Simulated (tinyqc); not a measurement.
Hopping conduction between localised states: one step, computed by the program tinyqc.

Energies are counted from the Fermi level. A small network shows the mechanism; the laws of an infinite system follow.

Problem. Total conductivity. Mott: T_M = 21.2/(k_B g_0 xi^3), exponent (T_M/T)^(1/4), mean hop r = (3/8) xi times the exponent. Efros-Shklovskii: T_ES = 2.8 e^2/(4 pi eps eps_0 k_B xi), exponent (T_ES/T)^(1/2). Coulomb gap width g_0^(1/2) (e^2/(4 pi eps eps_0))^(3/2). The numerical coefficients come from percolation theory and are given. sigma = s_1 exp(-E_a/k_B T) + s_2 exp(-larger of the two exponents); reduced activation energy w = d ln(sigma)/d ln(T) by a central difference of +/- 1 %.

Inputs (values chosen for the exercise, for a model defective oxide): localisation length xi = 0.49 nm; density of states g_0 = 1.1e+20 1/(eV cm^3); permittivity eps = 13; activation energy E_a to extended states = 0.071 eV; prefactor of activated conduction = 390 S/cm; prefactor of hopping = 0.033 S/cm; temperature T = 27 K.

Dimension: 3D.

Constants: k_B = 8.617333262e-05 eV/K; e^2/(4 pi eps_0) = 14.39964548 eV angstrom.

Give: activated part; hopping part; conductivity; reduced activation energy w.

Solution.

activated part = 2.1793e-11 S/cm

hopping part = 8.6751e-15 S/cm

conductivity = 2.1802e-11 S/cm

reduced activation energy w = 30.508

Activation to extended states carries 100 %. For sigma = s exp(-(T_0/T)^p), w = p (T_0/T)^p, so the slope of ln w against ln T gives -p.
